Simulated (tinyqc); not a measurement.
Worked calculation: stress in a transistor channel from embedded alloy regions, liners and fins, by half-space elasticity. Computed by tinyqc, a small Python program that keeps every step. Command: `OMP_NUM_THREADS=1 python tinyqc.py 3024680 3024681 out.jsonl stressor walk`. One thread of a shared host (Intel(R) Xeon(R) Processor @ 2.30GHz), about 0.01 s of CPU time with the checks. Intermediate numbers are printed to about 6 digits and carried at full precision; extremes and crossings named in words are read from the listed rows.

Plane strain in an isotropic half-space, the same constants everywhere; x along the channel from its centre, y downwards from the free surface; stress is positive in tension.

Inputs (values chosen for the exercise, modelled on silicon):
```
quantity                                   value      unit
alloy fraction x                            0.17         -
lattice change per unit x, beta           0.0424         -
Young's modulus E                            161       GPa
Poisson ratio nu                            0.24         -
channel length L                              64        nm
length of each stressor S                    180        nm
recess depth d                                70        nm
depth of the field point y                   1.9        nm
liner stress                                -1.1       GPa
liner thickness t                             35        nm
length of a cut fin or stripe                160        nm
height of the strained layer h                18        nm
longitudinal piezoresistance coefficient    73.2  1e-11/Pa
vertical piezoresistance coefficient       -0.89  1e-11/Pa
```

Stressor: Si(1-x)Ge(x) source and drain.

## Misfit and the pressure on the side walls

Misfit e = beta x. A fully constrained inclusion holds the stress -p with p = E e/(1 - 2 nu); a blanket film would hold -E e/(1 - nu) in the plane.

misfit e = 0.007208

p = 2.23171 GPa

stress of a blanket film = -1.52696 GPa

## Stress at the centre of the channel

A line element dA of misfit at (a, c) in the half-space gives, with C = E e/(2 pi (1 - nu)), X = x - a, r1^2 = X^2 + (y - c)^2, r2^2 = X^2 + Y^2, Y = y + c: s_xx = -C dA {[X^2 - (y - c)^2]/r1^4 + 3 [X^2 - Y^2]/r2^4 + 4 y Y (Y^2 - 3 X^2)/r2^6}, s_yy = C dA {[X^2 - (y - c)^2]/r1^4 - [X^2 - Y^2]/r2^4 + 4 y Y (Y^2 - 3 X^2)/r2^6}. These are integrated over two rectangles, L/2 < |a| < L/2 + S, 0 < c < d (closed form in a, 200 Gauss-Legendre points in c).

s_xx = -1505.97 MPa

s_yy = -0.262216 MPa

s_xx over the blanket-film stress = 0.986252

The channel is compressed along its length; s_yy is 1.7e-4 of s_xx in size and vanishes at the surface.

## Closed form at the surface

At x = y = 0 the integral is s_xx = -(4/pi) [E e/(1 - nu)] [arctan(2 d/L) - arctan(d/(L/2 + S))].

s_xx at the surface = -1600.26 MPa

For fixed L and S it is largest at d = sqrt((L/2)(L/2 + S)) = 82.4 nm; d is short of that.

## A stressed liner, as two edge forces

The liner over source and drain ends at the gate, x = -/+ L/2, and pulls there with the force per width F = (liner stress) t along the surface. A tangential line force gives s_xx = (2 F/pi) X^3/(X^2 + y^2)^2 at the distance X; two of them add at the centre, X = L/2. For L > 3.5 y the concentrated force is an upper bound.

edge force F = -38.5 N/m

s_xx from the liner = -1521.12 MPa

Caution: the real force is spread over several liner thicknesses, so for a channel this short the concentrated force clearly overstates the stress.

## Mobility change, linear estimate

d mu/mu = -(pi_L s_xx + pi_z s_yy) for the embedded regions alone; the stress across the width is left out.

mobility change = 110.236 %

The vertical stress supplies -2.3e-4 of these points. Caution: beyond a few hundred MPa bulk piezoresistance coefficients no longer describe an inversion layer well.

## Relaxation at the ends of a cut stripe

Shear-lag estimate for a stripe of length l and height h on a like substrate: the stress along it is s(x)/s_film = 1 - cosh(x/lam)/cosh(l/(2 lam)), lam = (pi/2) g h with g = 1.258; mean = 1 - (2 lam/l) tanh(l/(2 lam)).

transfer length lam = 35.5691 nm

share kept at the centre = 0.791343

share kept on average = 0.565173

The ends reach the centre.

## Along the channel and with depth

The formulas are those given above.

Stress (MPa):
```
2x/L  s_xx at y  s_yy at y  s_xx at d/2  s_xx at 1.5 d
0.0    -1505.97   -0.26222     -498.194        163.437
0.2    -1505.53   -0.21464     -504.622        166.245
0.4    -1501.32   -0.01550     -525.301        174.644
0.6    -1480.06    0.75336     -563.097        188.401
0.8    -1380.07    7.44544     -618.536        206.676
```

Near the surface s_xx changes by -8 % from the centre to 2x/L = 0.8. At the centre, s_xx at half the recess depth is 0.33 of its value at y, and below the recess -0.11. An element acts with the sign of X^2 - (y - c)^2, so its direct term reverses where the offset in depth exceeds the lateral distance, and the image terms that amplify the stress near the surface fade with depth.

## Shrinking the pitch

L and S are scaled together at fixed d, then S alone, then L alone.

S_xx at the centre (MPa):
```
scale  L and S scaled   S alone   L alone
0.35          -983.36   -903.75  -1749.70
0.50         -1275.47  -1119.26  -1734.53
0.70         -1450.08  -1317.39  -1656.94
1.00         -1505.97  -1505.97  -1505.97
1.40         -1438.15  -1655.15  -1302.39
2.00         -1263.92  -1780.96  -1039.82
3.00          -998.03  -1887.56   -729.03
```

Halving S alone keeps 0.74 of the stress, halving L alone gives 1.15, and halving both 0.85: a shorter channel brings the walls closer, a shorter stressor brings its far wall, which pulls the other way, closer too. Neighbouring devices are left out.

Checks made by the program: surface stress against its closed form; zero normal stress at the surface (relative difference below 1e-10).
